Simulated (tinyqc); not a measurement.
Comparisons within one model: deformation-potential model of the X valleys of a conduction band. A value that a table varies takes the place of the one given here.

Valleys with axes along x, y and z, one whole valley each. Herring-Vogt shift of a valley with unit axis a: dE = Xd tr(e) + Xu a.e.a. Non-degenerate shares n_i = exp(-dE_i/kT)/sum_j exp(-dE_j/kT). Inverse mass tensor of a valley: (1 - a a)/mt + a a/ml; the masses are taken as independent of strain.

s11 = (C11 + C12)/((C11 - C12)(C11 + 2 C12)), s12 = -C12/((C11 - C12)(C11 + 2 C12)), s44 = 1/C44; exx = s11 sxx + s12 (syy + szz) and cyclic, exy = s44 sxy/2; tension is positive. A uniaxial stress X along the unit vector n is s_ij = X n_i n_j. Biaxial (001) means sxx = syy = X.

Constants: kB = 8.617333262e-05 eV/K.

Parameters, chosen for this exercise (near those of AlAs; the results hold for these values, not for the real material): ml = 1.107 m0 (longitudinal mass); mt = 0.198 m0 (transverse mass); Xd = 1.06 eV (dilation potential); Xu = 5.93 eV (uniaxial potential); C11 = 124.6 GPa; C12 = 53 GPa; C44 = 54.7 GPa; load = biaxial (001) (kind of stress); T = 77 K (temperature); X1 = 0.8 GPa (size of the stress); X = -0.17 GPa (stress).

## Sweep of a biaxial (001) stress

m_c = 1/(u.M.u) along [1-10] with M = sum_i n_i (inverse mass tensor); gain against zero stress at a fixed scattering time.

Results:

| X (GPa) | spread (meV) | lowest edge (meV) | n x | n y | n z | m_c (m0) | gain (%) |
|---|---|---|---|---|---|---|---|
| -3.00 | 248.5 | -161.8 | 0.500 | 0.500 | 0.000 | 0.3359 | -18.8 |
| -1.50 | 124.2 | -80.9 | 0.500 | 0.500 | 0.000 | 0.3359 | -18.8 |
| -0.60 | 49.7 | -32.4 | 0.500 | 0.500 | 0.000 | 0.3359 | -18.8 |
| 0.00 | 0.0 | 0.0 | 0.333 | 0.333 | 0.333 | 0.2726 | 0.0 |
| 0.60 | 49.7 | -17.3 | 0.001 | 0.001 | 0.999 | 0.1981 | 37.6 |
| 1.50 | 124.2 | -43.3 | 0.000 | 0.000 | 1.000 | 0.1980 | 37.7 |
| 3.00 | 248.5 | -86.6 | 0.000 | 0.000 | 1.000 | 0.1980 | 37.7 |

Along [1-10] the gain is -18.8 % at -3.00 GPa and +37.7 % at 3.00 GPa. The slope at zero stress (from +/- 0.001 GPa), +156.8 % per GPa, carried to the ends would give -470 and +470 %; the response falls behind at both ends, as it saturates once the spread passes a few kT (kT = 6.6 meV, spread up to 248 meV).

## Gain for each load and current direction

Each load has the size X1. Gain m_c(0)/m_c - 1 in per cent from repopulation alone, m_c = 1/(u.M.u), M = sum_i n_i (inverse mass tensor); biaxial means sxx = syy.

Gain (%); + is tension, - compression:

| load | [100] | [010] | [001] | [110] | [1-10] | [111] |
|---|---|---|---|---|---|---|
| uniaxial [110] (+) | 36.9 | 36.9 | -73.9 | 36.9 | 36.9 | 0.0 |
| uniaxial [110] (-) | -18.7 | -18.7 | 37.3 | -18.7 | -18.7 | 0.0 |
| uniaxial [100] (+) | 37.7 | -18.8 | -18.8 | 9.4 | 9.4 | 0.0 |
| uniaxial [100] (-) | -75.4 | 37.7 | 37.7 | -18.8 | -18.8 | 0.0 |
| uniaxial [111] (+) | 0.0 | 0.0 | 0.0 | 0.0 | 0.0 | 0.0 |
| uniaxial [111] (-) | 0.0 | 0.0 | 0.0 | 0.0 | 0.0 | 0.0 |
| biaxial (001) (+) | 37.7 | 37.7 | -75.4 | 37.7 | 37.7 | 0.0 |
| biaxial (001) (-) | -18.8 | -18.8 | 37.7 | -18.8 | -18.8 | 0.0 |

The largest gain is +37.7 %, for 8 entries alike, where the repopulation is complete; for a [110] channel it is +37.7 %, under biaxial (001) (+). No gain or loss appears under uniaxial [111]: the valleys stay equivalent (in real silicon shear also changes the masses, which this model leaves out).

## Temperature and repopulation

The load is fixed; m_c along [1-10] as 1/(u.M.u).

Results:

| T (K) | kT (meV) | n x | n y | n z | m_c (m0) |
|---|---|---|---|---|---|
| 50 | 4.31 | 0.491 | 0.491 | 0.019 | 0.3316 |
| 77 | 6.64 | 0.472 | 0.472 | 0.057 | 0.3232 |
| 150 | 12.93 | 0.428 | 0.428 | 0.144 | 0.3053 |
| 225 | 19.39 | 0.403 | 0.403 | 0.195 | 0.2958 |
| 300 | 25.85 | 0.388 | 0.388 | 0.225 | 0.2904 |
| 400 | 34.47 | 0.375 | 0.375 | 0.249 | 0.2862 |
| 500 | 43.09 | 0.367 | 0.367 | 0.265 | 0.2836 |

The largest share falls from 0.491 at 50 K to 0.367 at 500 K (equal shares: 0.333); m_c goes from 0.3316 to 0.2836, against 0.2726 without stress. Only spread/kT enters, so the small-stress response goes as 1/T.

## What each parameter does

Spread of the valley edges, lowest edge, largest share and m_c along [1-10]. Each row changes one parameter from the base and keeps the others.

Results:

| case | spread (meV) | lowest edge (meV) | largest share | m_c (m0) |
|---|---|---|---|---|
| base | 14.08 | -9.17 | 0.4717 | 0.3232 |
| ml = 0.886 m0 | 14.08 | -9.17 | 0.4717 | 0.3125 |
| mt = 0.158 m0 | 14.08 | -9.17 | 0.4717 | 0.2653 |
| Xd = 1.272 eV | 14.08 | -9.48 | 0.4717 | 0.3232 |
| Xu = 7.116 eV | 16.90 | -10.69 | 0.4811 | 0.3273 |
| C11 = 99.68 GPa | 21.60 | -12.22 | 0.4905 | 0.3315 |
| C12 = 63.6 GPa | 16.53 | -9.61 | 0.4801 | 0.3269 |
| C44 = 65.64 GPa | 14.08 | -9.17 | 0.4717 | 0.3232 |
| X = -0.136 GPa | 11.26 | -7.34 | 0.4581 | 0.3174 |
| T = 92.4 K | 14.08 | -9.17 | 0.4607 | 0.3185 |

The largest shifts from the base row, up to three for each result and ties (the steps differ in size, so this ranks the rows, not the parameters). spread (meV): C11 +7.52, X -2.82, Xu +2.82; unchanged at the printed digits by ml, mt, Xd, C44 and T. lowest edge (meV): C11 -3.05, X +1.83, Xu -1.52; unchanged at the printed digits by ml, mt, C44 and T. largest share: C11 +0.0188, X -0.0137, T -0.0110; unchanged at the printed digits by ml, mt, Xd and C44. m_c (m0): mt -0.0579, ml -0.0107, C11 +0.0084; unchanged at the printed digits by Xd and C44. Xd moves all valleys together, so it shifts the edge and nothing else.

Run: tinyqc, `OMP_NUM_THREADS=1 python tinyqc.py 1081074 1081075 out.jsonl`; Intel(R) Xeon(R) Processor @ 2.30GHz, one thread, shared host; about 0.01 s of CPU time with all checks.
